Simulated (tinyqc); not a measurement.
Phonon polaritons: single-oscillator infrared dielectric function of a polar cubic crystal. Computed by tinyqc, a small Python program. Command: `OMP_NUM_THREADS=1 python tinyqc.py 3028073 3028074 out.jsonl infrared walk`. One thread of a shared host (Intel(R) Xeon(R) Processor @ 2.30GHz), about 0.01 s of CPU time with the checks.

One ion pair, charges +Z* and -Z*, in a cell of volume Omega = a^3/4. Frequencies omega are given as wavenumbers (1/cm); eps_s is the static dielectric constant.

Inputs (values chosen for the exercise, modelled on sodium chloride): lattice constant a = 5.64 angstrom; mass M_A = 22.99 u; mass M_B = 35.45 u; omega_TO = 165 1/cm; Born charge Z* = 1.08 e; eps_inf = 2.31.

Structure: rock salt. Free carriers: absent.

Constants: nu for 1 eV/(angstrom^2 u) = 15.6333042 THz; 1 THz = 33.35640952 1/cm; e^2/(4 pi eps_0) = 14.39964548 eV angstrom.

Method. mu = M_A M_B/(M_A + M_B); ionic plasma term W^2 = 4 pi Z*^2 (e^2/(4 pi eps_0))/(Omega mu) in eV/(angstrom^2 u), turned into 1/cm by W = 15.6333042 x 33.35640952 x sqrt(W^2); omega_LO^2 = omega_TO^2 + W^2/eps_inf; eps_s = eps_inf + W^2/omega_TO^2; Szigeti charge 3 Z*/(eps_inf + 2); longitudinal (Callen) charge Z*/eps_inf. Transverse waves without damping obey Q^2 = omega^2 eps(omega), Q = wave vector/(2 pi) in 1/cm: eps_inf omega^4 - (eps_inf omega_LO^2 + Q^2) omega^2 + Q^2 omega_TO^2 = 0.

eps_s = 5.68038

omega_LO = 258.742 1/cm

Branches (1/cm):
```
Q     lower branch  upper branch  Q/sqrt(eps_s)  Q/sqrt(eps_inf)
39           16.32         259.5           16.4             25.7
120          48.97         266.1           50.3             79.0
240          90.02         289.4          100.7            157.9
390         123.49         342.8          163.6            256.6
590         144.39         443.6          247.6            388.2
980         157.21         676.7          411.2            644.8
2000        163.11        1331.1          839.2           1315.9
3900        164.50        2573.8         1636.3           2566.0
```

The lower branch starts as light slowed by sqrt(eps_s) (0.997 of that line) and ends at 0.997 omega_TO; the upper starts at 1.003 omega_LO and ends at 1.003 of the light line with eps_inf. No branch lies between omega_TO and omega_LO.
